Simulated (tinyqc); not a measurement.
What each parameter does: Kronig-Penney superlattice by transfer matrices.

Wells (width a, potential 0, mass mw) alternate with barriers (width b, height V0, mass mb); period d = a + b; c = hbar^2/2m0. The vector (psi, psi'/m) is continuous, and a layer of thickness t carries it by M = [[cos kt, (m/k) sin kt], [-(k/m) sin kt, cos kt]] with k = sqrt(m (E - V)/c); for E < V, k = i kappa gives [[cosh, (m/kappa) sinh], [(kappa/m) sinh, cosh]] of kappa t. A Bloch state obeys cos(q d) = tr(Mb Mw)/2.

Constants: hbar^2/2m0 = 3.80998211 eV angstrom^2.

Values chosen for the exercise (near those of a non-polar GaN superlattice with barriers of AlGaN; shifted at random, so the results belong to these values and not to a real crystal):
```
symbol  value  unit      meaning
a       58     angstrom  well width
b       28     angstrom  barrier width
V0      0.27   eV        barrier height
mw      0.208  m0        mass in the wells
mb      0.222  m0        mass in the barriers
```

Bottom and width of the first miniband, the gap above it, and m_z = -2 c f'/d^2 with f = tr M/2.

One parameter was then changed.

Results before and after:
```
case     bottom (eV)  width (meV)  gap (meV)  m_z (m0)
base          0.0309          2.0       85.4    1.1066
changed       0.0326          2.2       90.3    0.9725
```

Which of these changes was made? (a) mb = 0.2553 m0; (b) b = 24 angstrom; (c) V0 = 0.23 eV; (d) mw = 0.1872 m0; (e) a = 64 angstrom.

Answer: (d) mw = 0.1872 m0. Of the candidates, run in turn, only this one gives the changed row.

All candidates:
```
case             bottom (eV)  width (meV)  gap (meV)  m_z (m0)
base                  0.0309          2.0       85.4    1.1066
a = 64 angstrom       0.0266          1.5       74.7    1.2305
b = 24 angstrom       0.0303          3.1       82.5    0.7820
V0 = 0.23 eV          0.0293          2.6       79.2    0.8450
mw = 0.1872 m0        0.0326          2.2       90.3    0.9725
mb = 0.2553 m0        0.0301          1.6       85.0    1.3836
```

Computed by tinyqc, a small Python program: `OMP_NUM_THREADS=1 python tinyqc.py 1251484 1251485 out.jsonl` (the numbers bound the seed that draws the inputs); one thread of a shared host (Intel(R) Xeon(R) Processor @ 2.30GHz), about 0.06 s for the whole set of steps.
